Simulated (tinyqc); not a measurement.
# Bulk resistivity and mean free path from two films

Question. In the thick-film limit single-crystal films obey rho = rho0 (1 + 3 (1 - ps) lam/(8 d)). Find rho0, lam and the product rho0 lam.

Values chosen for this exercise: specular share of surface scattering ps = 0.2.

rho at d = 89 and 240 nm (uohm cm): [1.9353742, 1.7935763]

Answer. rho is a straight line in 1/d: the intercept is rho0 and the slope (3/8)(1 - ps) rho0 lam. Without ps only the product (1 - ps) lam could be found.

rho0 = 1.710 uohm cm
lam = 39.10 nm
rho0 lam = 66.86 uohm cm nm

tinyqc, about 0.01 s, one thread, Intel Xeon 2.30GHz (shared host): `OMP_NUM_THREADS=1 python tinyqc.py 2100109 2100110 out.jsonl`
